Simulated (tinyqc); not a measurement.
Sweep of alpha: linear model of a band gap against the share of exact exchange.

E(alpha) = E0 + S alpha. A wider gap screens less, modelled in the Penn form eps(alpha) = 1 + (e0 - 1)(EP/(EP + S alpha))^2 with a scale EP chosen for the exercise. A dielectric-dependent hybrid takes alpha = 1/eps.

Values chosen for the exercise (of the order of those of Al2O3; not measured data):
- E0 = 6.09 eV (gap of the semi-local functional)
- S = 9.38 eV (slope dE/d(alpha))
- e0 = 3.38 (optical dielectric constant at alpha = 0)
- EP = 25.1 eV (energy scale of the screening)
- Et = 8.67 eV (target gap)

Also the exciton scale relative to alpha = 0, (m/m(0))(eps(0)/eps)^2, with a mass proportional to E + D, D = E0/2 + 0.3 eV, a k.p rule for direct gaps only.

Results:

| alpha | E (eV) | eps | alpha eps | exciton scale |
|---|---|---|---|---|
| 0.00 | 6.090 | 3.380 | 0.000 | 1.00 |
| 0.05 | 6.559 | 3.293 | 0.165 | 1.11 |
| 0.10 | 7.028 | 3.212 | 0.321 | 1.22 |
| 0.15 | 7.497 | 3.134 | 0.470 | 1.34 |
| 0.20 | 7.966 | 3.060 | 0.612 | 1.46 |
| 0.25 | 8.435 | 2.991 | 0.748 | 1.59 |
| 0.35 | 9.373 | 2.861 | 1.001 | 1.88 |
| 0.50 | 10.780 | 2.690 | 1.345 | 2.36 |

alpha eps reaches 1 between alpha = 0.25 and 0.35 (fixed point 0.349), and the target gap is met between 0.25 and 0.35. At the fixed point the gap is 9.37 eV, +0.70 eV from the target. From 0 to 0.25 the gap grows by 2.35 eV while eps falls by 12 %; the exciton scale, which takes both, grows by a factor of 1.59.

Run: tinyqc, `OMP_NUM_THREADS=1 python tinyqc.py 1880830 1880831 out.jsonl`; Intel(R) Xeon(R) Processor @ 2.30GHz, one thread, shared host; about 0.01 s of CPU time with all checks.
